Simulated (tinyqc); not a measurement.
MOS capacitor with interface traps: C-V stretch-out, conductance peak and subthreshold swing: one step, computed by the program tinyqc.

Energies at the interface are counted from the valence band. psi > 0 means bending towards depletion, so the surface potential is -psi. Boltzmann statistics, full ionisation, no quantum confinement. Traps are neutral when filled up to E_n, with a sharp (zero-temperature) occupation.

Question. Capacitances, high-low extraction and swing. C_LF = [1/C_ox + 1/(C_s + C_it)]^-1; C_HF = [1/C_ox + 1/C_s(HF)]^-1; high-low estimate D = [(1/C_LF - 1/C_ox)^-1 - (1/C_HF - 1/C_ox)^-1]/e; stretch-out |dV_G/d psi| = 1 + (C_s + C_it)/C_ox; swing factor at this bending (the subthreshold swing when psi lies between phi_B and 2 phi_B) S = ln(10) (k_B T/e)(1 + (C_s(HF) + C_it)/C_ox).

Inputs (values chosen for the exercise, for a model semiconductor): gap E_g = 4.55 eV; band bending towards depletion psi = 0.39 V; temperature T = 200 K.

Substrate: n-type. Trap spectrum: flat plus a Gaussian peak.

C_ox = 0.2393910 microF/cm^2

C_s = 0.01942095 microF/cm^2

C_it = 0.07850666 microF/cm^2

C_s at high frequency = 0.01942095 microF/cm^2

k_B T = 0.01723467 eV

Constants: e = 1.602176634e-19 C.

Give: C_LF; C_HF; high-low estimate of D; stretch-out; swing factor S.

Answer.

C_LF = 0.069498 microF/cm^2

C_HF = 0.017964 microF/cm^2

high-low estimate of D = 4.90e+11 cm^-2 eV^-1

stretch-out = 1.4091

swing factor S = 55.918 mV/decade

Caution: traps deeper than about 24 k_B T and minority carriers reach equilibrium slowly or not at all, so the charges here are limits for very slow sweeps.
